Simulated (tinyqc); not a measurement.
Inside a calculation. Model: diffused layer (Gaussian), carriers, mobility and sheet resistance with incomplete ionisation.

Program tinyqc, `OMP_NUM_THREADS=1 python tinyqc.py 2110008 2110009 out.jsonl`; Intel Xeon 2.30GHz, shared host, one thread, about 0.01 s. Printed values are rounded.

An n-type layer from the surface x = 0 to the junction xj, N(x) = N0 exp(-(x/Ld)^2). Local neutrality (no depletion at surface or junction, no spilling of carriers), intrinsic carriers neglected, Boltzmann statistics.

Parameters, values chosen for the exercise; values close to those of nitrogen in 4H silicon carbide over a p-type background:
- T = 300 K (temperature)
- Nb = 1.6e14 cm^-3 (background doping of the opposite type)
- N0 = 1.4e17 cm^-3 (peak chemical concentration)
- m1 = 39.2 cm^2/(V s) (mobility limit at high doping)
- m2 = 933 cm^2/(V s) (mobility limit at low doping, at 300 K)
- Nr = 1.92e17 cm^-3 (reference doping of the mobility law)
- am = 0.616 (exponent of the mobility law)
- bt = 1.9 (temperature exponent of m2)
- Ns = 4.84e19 cm^-3 (solubility limit of active dopant)
- NB = 1.67e19 cm^-3 (conduction-band density of states at T)
- Ei = 0.0623 eV (ionisation energy in the dilute limit)
- gd = 2 (degeneracy factor of the level)
- ks = 1.4e-8 eV cm (lowering of Ei per N^(1/3))
- Ld = 140 nm (diffusion length 2 sqrt(D t))

Constants: q = 1.602176634e-19 C, kB = 1.380649e-23 J/K, Vt = kB T/q. Results are converted to the units shown.

Range of the model: The layer is thin and light enough that depletion at the surface and the junction, left out here, would remove a good share of its carriers.

## Junction depth and local values

xj = Ld sqrt(ln(N0/Nb)); 13 equal steps from 0 to xj. Active dopant A = min(N, Ns); n solves n (n + Nb)/(A - Nb - n) = K, K = (NB/gd) exp(-E/Vt), E = max(Ei - ks A^(1/3), 0), so n = 2 K (A - Nb)/[Nb + K + sqrt((Nb + K)^2 + 4 K (A - Nb))]; mobility mu = m1 + (m2 (T/300 K)^(-bt) - m1)/(1 + ((A + Nb)/Nr)^am).

xj = 364.383 nm

```
point   x (nm)   N (cm^-3)   A (cm^-3)  n (1e17 cm^-3)  mu (cm^2/(V s))
0        0.000      1.4e17      1.4e17         1.24276          529.283
1       28.029  1.34499e17  1.34499e17         1.19817          534.736
2       56.059  1.19260e17  1.19260e17         1.07320          550.999
3       84.088  9.76007e16  9.76007e16         0.89165          577.691
4      112.118  7.37216e16  7.37216e16         0.68557          613.891
5      140.147  5.13949e16  5.13949e16         0.48647          657.797
6      168.177  3.30695e16  3.30695e16         0.31773          706.501
7      196.206  1.96390e16  1.96390e16         0.19057          756.116
8      224.236  1.07645e16  1.07645e16         0.10473          802.442
9      252.265  5.44569e15  5.44569e15         0.05251          841.961
10     280.294  2.54270e15  2.54270e15         0.02375          872.692
11     308.324  1.09577e15  1.09577e15         0.00934          894.409
12     336.353  4.35841e14  4.35841e14         0.00276          908.226
13     364.383      1.6e14      1.6e14         0.00000          915.957
```

At the point of highest doping 88.9 % of the net active dopant gives free carriers. The mobility runs from 529 to 916 cm^2/(V s).

## Sheet quantities by the trapezoid rule

Dose = integral of N, carrier sheet density = integral of n, 1/Rs = q integral of n mu, mean mobility 1/(q Rs sheet density), Hall mobility (unit Hall factor) = integral of n mu^2 over integral of n mu, Hall sheet density = (integral of n mu)^2/integral of n mu^2; all from 0 to xj.

dose = 1.7366e12 cm^-2
carrier sheet density = 1.5859e12 cm^-2
Rs = 6656.4 ohm/square
mean mobility = 591.27 cm^2/(V s)
Hall mobility = 600.54 cm^2/(V s)
Hall sheet density = 1.5614e12 cm^-2

Carriers make up 91.3 % of the dose. A Hall measurement weights the mobile tail, so its sheet density is 1.5 % below the true one. With 4000 steps Rs = 6656 ohm/square; the coarse value is within 0.01 % of it.
